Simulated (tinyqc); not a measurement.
From results back to parameters: inversion layer as a triangular well, valleys of the Si type. Three cases, with inputs chosen for the exercise.

Problem. The spacing of the two lowest levels of one ladder was computed from a hidden sheet density Ns.

The field is taken as constant, e F = 4 pi (e^2/4 pi eps0)(Nd + eta Ns)/eps, with 1e12/cm^2 = 1e-4/angstrom^2, and the oxide as a hard wall at z = 0; c = hbar^2/2m0.

Level j of a valley lies at E_j = a_j (c (e F)^2/m_z)^(1/3) above the band edge at the surface, with the Airy zeros a_j = 2.338107, 4.087949, 5.520560, 6.786708, 7.944134, 9.022651, 10.040174, 11.008524, 11.936016, 12.828777, and has <z> = 2 E_j/(3 e F).

Constants: hbar^2/2m0 = 3.80998211 eV angstrom^2; e^2/(4 pi eps0) = 14.39964547 eV angstrom.

Find: F; Ns.

Method. e F = sqrt(m_z/c) [(E_1 - E_0)/(a_1 - a_0)]^(3/2), with a_0 and a_1 the first two zeros; then Ns = (eps e F/(4 pi e^2/4 pi eps0) - Nd)/eta.

Case 1.

Values chosen (near those of Si; not measured data): m_z = 0.2579 m0 (confinement mass); eps = 11.7 (dielectric constant); Nd = 1.4 x 1e12/cm^2 (depletion charge); eta = 0.75 (share of Ns in the effective field).

E_1 - E_0 = 181.0778 meV

Solution.

F = 0.8661 MV/cm
Ns = 5.60 x 1e12/cm^2

Case 2.

Values chosen (near those of Si; not measured data): m_z = 0.3184 m0 (confinement mass); eps = 11.5 (dielectric constant); Nd = 0.91 x 1e12/cm^2 (depletion charge); eta = 0.5 (share of Ns in the effective field).

E_1 - E_0 = 78.9284 meV

Solution.

F = 0.2769 MV/cm
Ns = 1.70 x 1e12/cm^2

Case 3.

Values chosen (near those of Si; not measured data): m_z = 0.931 m0 (confinement mass); eps = 11.7 (dielectric constant); Nd = 2.8 x 1e12/cm^2 (depletion charge); eta = 0.5 (share of Ns in the effective field).

E_1 - E_0 = 111.6294 meV

Solution.

F = 0.7965 MV/cm
Ns = 4.70 x 1e12/cm^2

Computed by tinyqc, one run a case: `OMP_NUM_THREADS=1 python tinyqc.py N N+1 out.jsonl` with N = 1250913, 1250999, 1251031; one thread of a shared Intel(R) Xeon(R) Processor @ 2.30GHz, about 0.03 s a run at most.
